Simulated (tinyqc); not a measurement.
Short-channel transistor, virtual-source model with series resistance: two steps of the calculation.

The current per gate width is the charge at the top of the source barrier (the virtual source) times its velocity times a saturation function; al and be are fitting constants of the model. Units: I in uA/um, Rs in ohm um, so I Rs = 1e-6 I Rs in volts; Q in uC/cm^2, so I = 1e-4 Q vx0 Fsat with vx0 in cm/s.

Inputs (values chosen for the exercise): temperature T = 300 K; inversion capacitance Cinv = 1.95 uF/cm^2; velocity at the virtual source vx0 = 1.64e7 cm/s; apparent mobility mu = 310 cm^2/(V s); channel length L = 16 nm; threshold at zero drain voltage VT0 = 0.37 V; drain-induced barrier lowering dl = 0.153 V/V; subthreshold factor n0 = 1.37; growth of n with drain voltage nd = 0 1/V; threshold shift (in units of Vt) from weak to strong inversion al = 3.5; sharpness of saturation be = 1.4; series resistance of each contact Rs = 30 ohm um; gate voltage Vgs = 0.75 V; drain voltage Vds = 0.38 V.

Constants: q = 1.602176634e-19 C, kB = 1.380649e-23 J/K, Vt = kB T/q. Results are converted to the units shown.

Problem 1. Current through the series resistance. Intrinsic voltages Vg' = Vgs - I Rs, Vd' = Vds - 2 I Rs. n = n0 + nd Vd', VT = VT0 - dl Vd', Ff = 1/(1 + exp((Vg' - VT + al Vt/2)/(al Vt))), Q = Cinv n Vt ln(1 + exp((Vg' - VT + al Vt Ff)/(n Vt))), Vdsat = (vx0 L/mu)(1 - Ff) + Vt Ff, Fsat = u/(1 + u^be)^(1/be) with u = Vd'/Vdsat, and I(out) = Q vx0 Fsat per width. (Fsat takes the sign of u.) I(new) = I + 0.5 (I(out) - I).

I at the start = 0 uA/um

Give: Vg'; Vd'; VT; Ff; Q; Vdsat; Fsat; I(out); I after iteration 1.

Solution 1.

Vg' = 0.7500 V
Vd' = 0.3800 V
VT = 0.3119 V
Ff = 0.004762
Q = 0.8552 uC/cm^2
Vdsat = 0.08437 V
Fsat = 0.9213
I(out) = 1292 uA/um
I after iteration 1 = 646.1 uA/um

Problem 2. What the series resistance costs. n = n0 + nd Vd', VT = VT0 - dl Vd', Ff = 1/(1 + exp((Vg' - VT + al Vt/2)/(al Vt))), Q = Cinv n Vt ln(1 + exp((Vg' - VT + al Vt Ff)/(n Vt))), Vdsat = (vx0 L/mu)(1 - Ff) + Vt Ff, Fsat = u/(1 + u^be)^(1/be) with u = Vd'/Vdsat, and I = Q vx0 Fsat per width. I0 is the current for Rs = 0. Effective velocity I/Q; transit time L Q/I.

converged I = 1134.5120 uA/um
I0 = 1292.1710 uA/um

Give: loss against I0; effective velocity; transit time.

Solution 2.

loss against I0 = 12.20 %
effective velocity = 1.475e7 cm/s
transit time = 0.1085 ps

The carriers leave the virtual source at 90.0 % of vx0: the device is in saturation.

Numbers from tinyqc (`OMP_NUM_THREADS=1 python tinyqc.py 2380166 2380167 out.jsonl`; about 0.02 s on one thread of a shared Intel Xeon 2.30GHz).
